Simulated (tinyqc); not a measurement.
# Energy and delay of logic against supply voltage: what changes with what

One expression serves below and above threshold: I(Vg) = Ik [ln(1 + exp((Vg - VT + dd V)/(al nf Vt)))]^al, with I_on = I(V) and I_off = I(0). Gate delay td = kd C V/I_on, clock period LD td. Per gate and cycle the switching energy is act C V^2 and the leakage energy I_off V LD td. No short-circuit current, no variation. Minima are sought above 0.09 V; below a few Vt gates no longer switch and the model has no meaning.

Inputs (values chosen for the exercise); values of the order met in logic technologies:

| symbol | value | unit | meaning |
|---|---|---|---|
| T | 378 | K | temperature |
| VT | 0.43 | V | threshold voltage at zero drain bias |
| nf | 1.29 |  | slope factor |
| dd | 0.07 |  | barrier lowering per volt of supply |
| Ik | 0.86 | uA | specific current of a gate |
| al | 1.75 |  | exponent of the current law |
| C | 0.77 | fF | load capacitance of a gate |
| kd | 1.2 |  | delay factor |
| LD | 20 |  | logic depth |
| act | 0.1 |  | activity factor |

Constants: q = 1.602176634e-19 C, kB = 1.380649e-23 J/K, Vt = kB T/q. Results are converted to the units shown.

Each table varies one quantity; the others keep the values above.

## Energy and delay against supply voltage

EDP = energy times td.

Energy and delay against supply voltage:
```
V (V)  I_on (uA)  I_off (nA)  td (ps)  switching (aJ)  leakage (aJ)  energy (aJ)  EDP (fJ ps)
0.15    0.001379     0.03958  1.005e5           1.732         11.94        13.67         1374
0.27     0.02652     0.04833     9408           5.613         2.455        8.068        75.91
0.38      0.2989     0.05802     1175           11.12        0.5181        11.64        13.67
0.5        2.050     0.07083    225.3           19.25        0.1596        19.41        4.374
0.62       6.638     0.08646    86.30           29.60       0.09252        29.69        2.562
0.73       13.30      0.1038    50.70           41.03       0.07684        41.11        2.084
0.85       22.89      0.1267    34.31           55.63       0.07389        55.71        1.911
0.97       34.66      0.1546    25.86           72.45       0.07756        72.53        1.875
1.08       47.25      0.1856    21.12           89.81       0.08467        89.90        1.899
1.2        62.83      0.2265    17.65           110.9       0.09591        111.0        1.958
```

What does the table show?

td falls from 1.01e5 to 17.6 ps; the energy goes from 13.7 through a minimum of 8.07 (at V = 0.27 V among the rows listed) to 111 aJ and the EDP goes from 1370 through a minimum of 1.88 (at V = 0.97 V among the rows listed) to 1.96 fJ ps. The exact minima lie at V = 0.262 V for the energy and 0.965 V for the EDP. Going from 1.2 V to the energy minimum saves a factor of 13.8 in energy and costs a factor of 624 in delay. Below the minimum the leakage energy rises faster than the switching energy falls, because the clock period grows so steeply.

## Optimum supplies against the threshold voltage at zero drain bias

Same model as above.

V_min minimises the energy and V_EDP the product of energy and td.

Results:
```
VT (V)  V_min (V)  energy at V_min (aJ)  leakage share (%)  clock at V_min (MHz)  V_EDP (V)  clock at V_EDP (GHz)
0.3        0.2639                 9.390              42.89                 68.08     0.6848                 1.512
0.35       0.2630                 8.590              38.00                 25.67     0.7882                 1.652
0.4        0.2624                 8.186              35.22                 8.855     0.8979                 1.814
0.45       0.2621                 7.981              33.72                 2.888      1.009                 1.979
0.55       0.2619                 7.825              32.53                0.2828      1.234                 2.299
```

Estimate the missing row, VT = 0.5 V.

Computed row:
```
VT (V)  V_min (V)  energy at V_min (aJ)  leakage share (%)  clock at V_min (MHz)  V_EDP (V)  clock at V_EDP (GHz)
0.5        0.2619                 7.878              32.93                0.9118      1.121                 2.141
```

With this row back in the table: As VT goes from 0.3 to 0.55, V_min falls from 0.264 to 0.262 V, the energy there falls from 9.39 to 7.83 aJ, the clock there falls from 68.1 to 0.283 MHz and V_EDP rises from 0.685 to 1.23 V. V_min lies below VT for VT = 0.3, 0.35, 0.4, 0.45, 0.5, 0.55 V. As VT grows, I_on too becomes a subthreshold current, VT cancels more and more from the energy, and it mainly sets the clock.

Numbers from tinyqc (`OMP_NUM_THREADS=1 python tinyqc.py 2082092 2082093 out.jsonl`; about 0.01 s on one thread of a shared Intel Xeon 2.30GHz).
